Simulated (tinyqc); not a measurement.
## Input admittance of a MOSFET at zero drain bias: distributed channel and distributed gate: input impedance against frequency

Source and drain grounded, strong inversion, w = 2 pi f, Cox = eps0 eox/tox. The channel is an RC line of resistance 1/(mu Cox Vo) per square fed from both ends, so one finger has the intrinsic admittance y = i w Cox L tanh(g)/g per width, g = (1/2) sqrt(i w tau), tau = L^2/(mu Vo). The vertical resistance rv/L is in series with y, the overlaps 2 i w Cov in parallel: y_t = 1/(1/y + rv/L) + 2 i w Cov. The gate strip is a line of Rsh/L per length loaded by y_t, so a finger has Y = y_t Wf tanh(k)/k, k = (Wf/sd) sqrt(y_t Rsh/L); the device has Nf Y.

Low-frequency limits, with c = Cox L and ct = c + 2 Cov: R_strip = Rsh Wf/(3 sd^2 L Nf), R_ch = (c/ct)^2 L/(12 mu Cox Vo Wf Nf), R_vert = (c/ct)^2 rv/(L Wf Nf), C = ct Wf Nf. Z = 1/(Nf Y) = R + 1/(i w C), Q = |Im Z|/R, far-point signal |1/cosh k|.

Inputs (values chosen for the exercise); values of the order met in silicon radio-frequency transistors:
```
symbol,value,unit,meaning
eox,3.9,,relative permittivity of the gate insulator (close to silicon dioxide)
tox,7,nm,insulator thickness
L,0.23,um,channel length
Wf,9,um,finger width
Nf,16,,number of fingers
mu,220,cm^2/(V s),channel mobility
Vo,0.29,V,gate overdrive
Rsh,18,ohm/square,sheet resistance of the gate
rv,6.7,ohm um^2,vertical resistivity of the gate stack
sd,1,,number of ends at which a finger is contacted
Cov,0.34,fF/um,overlap and fringe capacitance on each side
```

Constants: eps0 = 8.8541878128e-14 F/cm where lengths are in cm. Results are converted to the units shown.

The same in every row: low-frequency R (ohm) = 16.406.

Result of one run:

| w tau | \|k\| | R (ohm) | C (fF) | Q | signal at the far point |
|---|---|---|---|---|---|
| 0.46888 | 0.80616 | 16.350 | 258.74 | 4.1801 | 0.95899 |

Which frequency f gave this result: 0.2, 1, 9 or 50 GHz?

f = 9 GHz.

The whole series:

| f (GHz) | w tau | \|k\| | R (ohm) | C (fF) | Q | signal at the far point |
|---|---|---|---|---|---|---|
| 0.2 | 0.010419 | 0.12023 | 16.406 | 261.30 | 185.63 | 0.99998 |
| 0.6 | 0.031258 | 0.20824 | 16.406 | 261.29 | 61.878 | 0.99981 |
| 1 | 0.052097 | 0.26884 | 16.406 | 261.27 | 37.131 | 0.99946 |
| 4 | 0.20839 | 0.53763 | 16.395 | 260.79 | 9.3058 | 0.99150 |
| 9 | 0.46888 | 0.80616 | 16.350 | 258.74 | 4.1801 | 0.95899 |
| 20 | 1.0419 | 1.1996 | 16.139 | 249.46 | 1.9766 | 0.83481 |
| 50 | 2.6049 | 1.8756 | 15.044 | 209.10 | 1.0119 | 0.50966 |
| 100 | 5.2097 | 2.5633 | 13.072 | 156.05 | 0.78020 | 0.27001 |
| 300 | 15.629 | 3.8075 | 9.5441 | 81.672 | 0.68060 | 0.086609 |

R falls from 16.4 to 9.54 ohm and C falls from 261 to 81.7 fF. Q goes as f^(-1.00) between the first two rows and f^(-0.12) between the last two, where w tau = 15.6 and |k| = 3.81. The low-frequency limits hold both R and C within 5 % up to f = 20 GHz among the rows.

tinyqc, about 0.01 s, one thread, Intel Xeon 2.30GHz (shared host): `OMP_NUM_THREADS=1 python tinyqc.py 2262008 2262009 out.jsonl`
